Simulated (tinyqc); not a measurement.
Alloy A(1-x)B(x) by interpolation with bowing, step by step. Values are carried at full precision from step to step, so a last printed digit may differ when a step is redone from the rounded ones.

Each gap follows E(x) = (1 - x) E_A + x E_B - C x (1 - x); the lattice constant follows Vegard, a(x) = (1 - x) a_A + x a_B.

Constants: hc = 1239.841984 eV nm; kB = 8.617333262e-05 eV/K.

Inputs chosen for the exercise (A near Ge, B near Si; not measured data):
- a = (5.666, 5.434) angstrom (lattice constant of A, B)
- x = 0.24 (fraction of B)
- Eg = (0.91, 4.194) eV (gap at Gamma to the s-like level of A, B)
- EgX = (0.943, 1.162) eV (gap to the lowest valley along Gamma-X of A, B)
- EgL = (0.743, 2.122) eV (gap to L of A, B)
- C = (0.19, 0.215, 0.04) eV (bowing of the Gamma, X and L gaps)
- Dso = (0.286, 0.044) eV (spin-orbit splitting of A, B)
- Ep = (26, 21.7) eV (Kane energy of A, B)
- me = (0.0385, 0.2014) m0 (electron mass at Gamma of A, B)
- Cs = 0 eV (bowing of Dso)
- md = (0.0708, 0.79, 0.57) m0 (density-of-states masses of Gamma, all X and all L valleys)
- T = 300 K (temperature)

## Gaps and lattice constant at x

Also give the wavelength hc/E of the lowest gap.

a(x) = 5.6103 angstrom

linear parts (eV): Gamma 1.6982, X 0.9956, L 1.0740

bowing terms C x (1 - x) (eV): Gamma 0.0347, X 0.0392, L 0.0073

gaps (eV): Gamma 1.6635, X 0.9563, L 1.0667

wavelength of the lowest gap = 1296.4 nm

The lowest valley is X, so the gap is indirect; the next, L, lies 110 meV higher.

## Where the valleys cross

The difference of two gaps is a quadratic q2 x^2 + q1 x + q0 with q2 = C_i - C_j, q1 = (E_B - E_A - C)_i - (E_B - E_A - C)_j, q0 = E_A,i - E_A,j; give its roots between 0 and 1 (a dash: none).

Crossings:
```
pair         q2      q1      q0  first root  second root
Gamma-X  -0.025   3.090  -0.033      0.0107            -
Gamma-L   0.150   1.755   0.167           -            -
X-L       0.175  -1.335   0.200      0.1529            -
```

The lowest valley changes at x = 0.153 (L to X, gap 0.949 eV). The other crossings lie above the lowest valley.

## Electron mass of the alloy

Mass at Gamma from the Kane formula 1/m = F + Ep (Eg + 2 Dso/3)/(Eg (Eg + Dso)). F is fixed by the masses of A and B and interpolated linearly, as is Ep; Eg and Dso carry their bowing.

Compare with the linear interpolation of the masses.

F of A, B: [-0.3200, -0.1909]

Ep, Eg, Dso at x (eV): [24.9680, 1.6635, 0.2279]

m(x) from the Kane formula = 0.0708 m0
m(x) linear = 0.0776 m0

The Kane value lies 8.7 % below the linear one. The Gamma valley is not the lowest at this x.

## Shares of the electrons in the valleys

Non-degenerate: n_i proportional to md_i^(3/2) exp(-E_i/kT).

md^(3/2): Gamma 0.0188, X 0.7022, L 0.4303

(E - E_min)/kT: Gamma 27.35, X 0.00, L 4.27

shares: Gamma 0.000, X 0.991, L 0.009

X holds most electrons (99.1 %).

## Checks

- The Gamma and X gaps at their crossing x = 0.0107 (eV): both 0.9431.
- The X and L gaps at their crossing x = 0.1529 (eV): both 0.9486.

Computed by tinyqc, a small Python program: `OMP_NUM_THREADS=1 python tinyqc.py 1080053 1080054 out.jsonl` (the numbers bound the seed that draws the inputs); one thread of a shared host (Intel(R) Xeon(R) Processor @ 2.30GHz), about 0.01 s for the whole set of steps.
